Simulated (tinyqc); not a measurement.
Inside a calculation. Method: Pariser-Parr-Pople SCF with singles CI, for the molecule [CH2+]c1ccccc1 (SMILES; centres numbered as the heavy atoms are written). One step of it, computed by the program tinyqc.

Problem. Singles CI, triplets. Over the 6 single excitations with the smallest orbital gaps: A = (e_a - e_i) delta - (ij|ab), with (pq|rs) = sum c_mp c_mq gamma_mn c_nr c_ns.

orbital energies (eV): -18.413480  -15.775674  -14.998807  -8.835116  -5.300981  -4.868262  -2.345401

coefficients:
```
         MO1        MO2        MO3        MO4        MO5        MO6        MO7
1C  0.314847  -0.427581   0.000000   0.723062   0.000000  -0.405019  -0.176601
2C  0.546156  -0.455216   0.000000  -0.091426   0.000000   0.561967   0.412706
3C  0.398512  -0.029132   0.516856  -0.391596  -0.482556  -0.188960  -0.388955
4C  0.314955   0.383459   0.482556   0.026066   0.516856  -0.292057   0.409617
5C  0.294223   0.560512   0.000000   0.400960   0.000000   0.527397  -0.400429
6C  0.314955   0.383459  -0.482556   0.026066  -0.516856  -0.292057   0.409617
7C  0.398512  -0.029132  -0.516856  -0.391596   0.482556  -0.188960  -0.388955
```

repulsion gamma_rs (eV):
```
           1C         2C         3C         4C         5C         6C         7C
1C  11.420000   5.411540   3.907035   2.900333   2.636856   2.900333   3.907035
2C   5.411540  11.420000   5.412307   3.907035   3.545912   3.907035   5.412307
3C   3.907035   5.412307  11.420000   5.411540   3.907035   3.546571   3.907728
4C   2.900333   3.907035   5.411540  11.420000   5.412307   3.907728   3.546571
5C   2.636856   3.545912   3.907035   5.412307  11.420000   5.412307   3.907035
6C   2.900333   3.907035   3.546571   3.907728   5.412307  11.420000   5.411540
7C   3.907035   5.412307   3.907728   3.546571   3.907035   5.411540  11.420000
```

Give: triplet CI matrix; triplet excitation energies.

Solution.

triplet CI matrix (eV):
```
         3>4      2>4      1>4      3>5      3>6      2>5
3>4   1.6823   0.0000   0.0000   0.0000  -0.5494  -0.1244
2>4   0.0000   1.9490   0.7769  -0.1244   0.0000   0.0000
1>4   0.0000   0.7769   4.5307  -0.7330   0.0000   0.0000
3>5   0.0000  -0.1244  -0.7330   3.6339   0.0000   0.0000
3>6  -0.5494   0.0000   0.0000   0.0000   5.3385   0.3689
2>5  -0.1244   0.0000   0.0000   0.0000   0.3689   5.5959
```

triplet excitation energies (eV): 1.6003  1.7299  3.2678  5.1150  5.1160  5.9014
